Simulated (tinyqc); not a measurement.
Landau levels with Rashba coupling: one step. Fields of the Hall plateaus.

In a field B along z: l = 1/sqrt((e/hbar) B) is the magnetic length, n_B = B/(h/e) the number of states per area in one level, hbar wc = 2 muB B/m for mass m in m0; 1/angstrom^2 = 1e16/cm^2.

Constants: h/e = 413566.7697 T angstrom^2; e^2/h = 3.874045865e-05 S.

Values chosen for the exercise (out of a larger set: near those of an asymmetric InGaAs well; not measured data): n = 6.7 x 1e11/cm^2 (electron sheet density).

Problem. A plateau is centred where nu = n/n_B equals 1, 2, 3, 4, 5, 6; there rho_xy = h/(nu e^2).

Give: Plateaus.

Solution.

Plateaus:
```
nu   B (T)  1/B (1/T)  rho_xy (kohm)
1   27.709     0.0361        25.8128
2   13.854     0.0722        12.9064
3    9.236     0.1083         8.6043
4    6.927     0.1444         6.4532
5    5.542     0.1804         5.1626
6    4.618     0.2165         4.3021
```

The order of the levels can change with B, but these counts hold wherever the levels are resolved.

Run: tinyqc, `OMP_NUM_THREADS=1 python tinyqc.py 1281390 1281391 out.jsonl`; Intel(R) Xeon(R) Processor @ 2.30GHz, one thread, shared host; about 0.01 s of CPU time with all checks.
